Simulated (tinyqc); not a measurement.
Inside a calculation. Model: hopping conduction between localised states. Computed by tinyqc, a small Python program that keeps every step. Command: `OMP_NUM_THREADS=1 python tinyqc.py 3027683 3027684 out.jsonl hop walk`. One thread of a shared host (Intel(R) Xeon(R) Processor @ 2.30GHz), about 0.01 s of CPU time with the checks. Intermediate numbers are printed to about 6 digits and carried at full precision; extremes and crossings named in words are read from the listed rows.

Energies are counted from the Fermi level. A small network shows the mechanism; the laws of an infinite system follow.

Inputs (values chosen for the exercise, for a model amorphous semiconductor):

| quantity | value | unit |
|---|---|---|
| localisation length xi | 5.1 | nm |
| density of states g_0 | 2.7e+19 | 1/(eV cm^3) |
| permittivity eps | 6.5 | - |
| activation energy E_a to extended states | 0.076 | eV |
| prefactor of activated conduction | 12 | S/cm |
| prefactor of hopping | 0.62 | S/cm |
| conductance scale G_0 | 1 | microsiemens |
| temperature T | 30 | K |

Dimension: 3D.

sites of the small network (nm, nm, meV):
```
       x      y  energy
1      0   2.29   -0.75
2   9.16   2.04    9.81
3  17.98   1.31   -3.52
4  23.32   5.42  -12.64
5  33.93   9.41   -3.26
6     42  10.47    -0.8
```

Constants: k_B = 8.617333262e-05 eV/K; e^2/(4 pi eps_0) = 14.39964548 eV angstrom.

## Pair exponents

Miller-Abrahams exponent s_ij = 2 r_ij/xi + (|E_i| + |E_j| + |E_i - E_j|)/(2 k_B T); G_ij = G_0 exp(-s_ij). The diagonal is set to 0 and not used.

s_ij, lower triangle (symmetric):
```
         1        2        3        4       5       6
1   0.0000
2   7.6783   0.0000
3   8.4230   8.6269   0.0000
4  14.1165  14.3930   7.5319   0.0000
5  14.8567  15.1903   8.3768   9.3346  0.0000
6  17.0895  17.4001  11.4429  12.4778  4.4529  0.0000
```

## Kirchhoff solution

Site 1 is held at potential 1 and site 6 at 0; Kirchhoff's law sum_j G_ij (u_i - u_j) = 0 fixes the others; G = sum_j G_1j (1 - u_j). G_ij = G_0 exp(-s_ij).

potentials: 1.00000  0.86774  0.52886  0.45418  0.01357  0.00000

conductance G = 1.65525e-04 microsiemens

-ln(G/G_0) = 8.70639

## Critical path

Critical exponent s_c: the smallest value such that bonds with s_ij <= s_c connect site 1 with site 6.

critical exponent s_c = 8.42304

One such path is 1-3-5-6. -ln(G/G_0) = 8.71 against s_c = 8.42: the hardest unavoidable hop sets the conductance.

## The network against temperature

Miller-Abrahams exponent s_ij = 2 r_ij/xi + (|E_i| + |E_j| + |E_i - E_j|)/(2 k_B T); G_ij = G_0 exp(-s_ij). Site 1 is held at potential 1 and site 6 at 0; Kirchhoff's law sum_j G_ij (u_i - u_j) = 0 fixes the others; G = sum_j G_1j (1 - u_j). The last column is the length of the critical bond.

Network:

| T (K) | -ln(G/G_0) | s_c | critical hop (nm) |
|---|---|---|---|
| 9 | 12.2477 | 11.6001 | 18.0067 |
| 14 | 10.6232 | 9.9792 | 18.0067 |
| 21 | 9.5640 | 9.0066 | 18.0067 |
| 30 | 8.7064 | 8.4230 | 18.0067 |
| 45 | 7.7506 | 7.7049 | 11.3354 |
| 75 | 6.7779 | 6.4010 | 11.3354 |
| 150 | 5.9647 | 5.4231 | 11.3354 |
| 450 | 5.4051 | 4.7712 | 11.3354 |

-ln(G/G_0) follows s_c within 0.7. The critical hop is 18.0 nm long at the lowest T and 11.3 nm at the highest: on cooling the carrier goes farther to find a site of nearer energy, which is variable-range hopping.

## Variable-range laws

Mott: T_M = 21.2/(k_B g_0 xi^3), exponent (T_M/T)^(1/4), mean hop r = (3/8) xi times the exponent. Efros-Shklovskii: T_ES = 2.8 e^2/(4 pi eps eps_0 k_B xi), exponent (T_ES/T)^(1/2). Coulomb gap width g_0^(1/2) (e^2/(4 pi eps eps_0))^(3/2). The numerical coefficients come from percolation theory and are given.

T_M = 68689.2 K

T_ES = 1411.41 K

Mott exponent = 6.91738

Efros-Shklovskii exponent = 6.85908

mean hop by the Mott formula = 13.2295 nm

Coulomb gap = 17.1332 meV

The larger exponent, here Mott, is the one that limits; the two are equal at T = 29.0 K, below which the Coulomb gap rules.

## Total conductivity

sigma = s_1 exp(-E_a/k_B T) + s_2 exp(-larger of the two exponents); reduced activation energy w = d ln(sigma)/d ln(T) by a central difference of +/- 1 %.

activated part = 2.04995e-12 S/cm

hopping part = 6.14059e-04 S/cm

conductivity = 6.14059e-04 S/cm

reduced activation energy w = 1.72937

Hopping carries 100 %. For sigma = s exp(-(T_0/T)^p), w = p (T_0/T)^p, so the slope of ln w against ln T gives -p.

Checks made by the program: current leaving the first site against current entering the last (relative difference below 1e-10).
